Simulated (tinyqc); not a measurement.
Worked calculation: tight binding, honeycomb lattice. Computed by tinyqc, a small Python program that keeps every step. Settings: t1 = 1.4, t2 = 0.4, phi = 1.57, delta = 0, points = 5. Command: `OMP_NUM_THREADS=1 python tinyqc.py 31756 31757 out.jsonl` (the two numbers bound the seeds that draw the settings). One thread of a shared host (Intel(R) Xeon(R) Processor @ 2.60GHz), about 0.01 s of CPU time with the checks.

## Bloch Hamiltonian at k

Parameters chosen for this model:
```
parameter     value                        unit
t1         1.400000                 eV, nearest
t2         0.400000       eV, second neighbours
phi        1.570000  rad, phase of t2 (Haldane)
delta             0          eV, +/- on A and B
```

k point k (fractions of the reciprocal vectors): -0.500000  -0.240000

H_AB = -t1 (1 + exp(-i k.a1) + exp(-i k.a2)); H_AA = delta - 2 t2 sum cos(k.b + phi), H_BB = -delta - 2 t2 sum cos(k.b - phi), b = a1, a2 - a1, -a2.

H(k) at k (eV):
```
                     A                    B
A             1.597479  -0.087907-1.397237i
B  -0.087907+1.397237i            -1.596205
```

## Levels at k

Diagonalise the Hermitian matrix.

eigenvalues (eV): -2.123017  2.124291

weights |c|^2 of the basis functions:
```
     band 1    band 2
A  0.124034  0.875966
B  0.875966  0.124034
```

## Bloch Hamiltonian at K

k point K (fractions of the reciprocal vectors): 0.333333  0.666667

As before.

H(k) at K (eV):
```
          A          B
A  2.079416   0.000000
B  0.000000  -2.077505
```

## Levels at K

As before.

eigenvalues (eV): -2.077505  2.079416

weights |c|^2 of the basis functions:
```
     band 1    band 2
A  0.000000  1.000000
B  1.000000  0.000000
```

## Bands along a path

The same steps at evenly spaced points between the labelled ones.

Bands along the path (eV):
```
k             band 1    band 2
G          -4.201911  4.198089
G-K 0.20   -3.959917  3.956737
G-K 0.40   -3.297907  3.296335
G-K 0.60   -2.497261  2.497504
G-K 0.80   -2.076547  2.078060
K          -2.077505  2.079416
K-M 0.20   -2.039447  2.041285
K-M 0.40   -1.907851  1.909519
K-M 0.60   -1.699719  1.701194
K-M 0.80   -1.491129  1.492458
M          -1.399363  1.400637
M-K' 0.20  -1.491129  1.492458
M-K' 0.40  -1.699719  1.701194
M-K' 0.60  -1.907851  1.909519
M-K' 0.80  -2.039447  2.041285
K'         -2.077505  2.079416
```

With 1 band(s) filled, the highest filled level on these points lies at M and the lowest empty one at M: a gap of 2.8000 eV, direct.

## Chern number of the lower band

On a 5 x 5 mesh, the phase of the product of overlaps around each plaquette (k1 then k2); the sum over 2 pi is an integer.

plaquette phases (rad):
```
           1          2          3          4          5
1   0.000000  -0.049178  -0.496266   0.076827   0.087318
2  -0.049178  -0.272992  -0.539300  -0.230497   0.076827
3  -0.496266  -0.539300  -1.419177  -0.539300  -0.496266
4   0.076827  -0.230497  -0.539300  -0.272992  -0.049178
5   0.087318   0.076827  -0.496266  -0.049178   0.000000
```

Chern number = -1.000000
